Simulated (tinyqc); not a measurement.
Polytypes and stacking faults of a tetrahedral semiconductor in an axial Ising model with couplings up to third neighbours: one step, computed by the program tinyqc. Command: `OMP_NUM_THREADS=1 python tinyqc.py 3026242 3026243 out.jsonl polytype walk`. One thread of a shared host (Intel(R) Xeon(R) Processor @ 2.30GHz), about 0.01 s of CPU time with the checks.

Each double layer has s = +1 or -1 for the sense of its stacking step; E per pair of atoms = E0 - sum_n J_n <s_i s_(i+n)>, n = 1, 2, 3. Hexagonality h = (1 - <s_i s_(i+1)>)/2.

Problem. Electronic energy gained by the fault. The fault binds electrons in a two-dimensional band E_b below the conduction edge, g2 = m m0/(pi hbar^2) for one valley. With the Fermi level held by the bulk, eta = ln[n/N_c(T)], N_c(T) = N_c (T/300)^1.5, the grand potential falls by g2 (k_B T)^2 F1(x), x = eta + E_b/(k_B T), F1(x) = integral from 0 to infinity of ln(1 + exp(x - t)) dt; sheet density g2 k_B T ln(1 + e^x). Band bending by the trapped charge is left out, so the gain is an upper bound. Net fault energy = gamma of the single Shockley (42) fault less the electronic gain.

Inputs (values chosen for the exercise, of the order of those of SiC for J, a, G and the gaps):
```
quantity                                    value    unit
binding energy of the fault level E_b        0.16      eV
in-plane mass m                              0.44      m0
effective density of states N_c at 300 K  2.9e+19  1/cm^3
electron density n                        8.3e+16  1/cm^3
temperature T                                1000       K
```

Host polytype: 6H.

energy of the glide fault, single Shockley (42) = 2.652267 mJ/m^2

Constants: m_0 = 9.1093837015e-31 kg; hbar = 1.054571817e-34 J s; k_B = 1.380649e-23 J/K; k_B = 8.617333262e-05 eV/K.

Give: x; sheet density; electronic gain; net fault energy.

Solution.

x = -5.805

sheet density = 4.762e+10 1/cm^2

electronic gain = 0.006580 mJ/m^2

net fault energy = 2.646 mJ/m^2

The gain offsets 0.25 % of the fault energy.
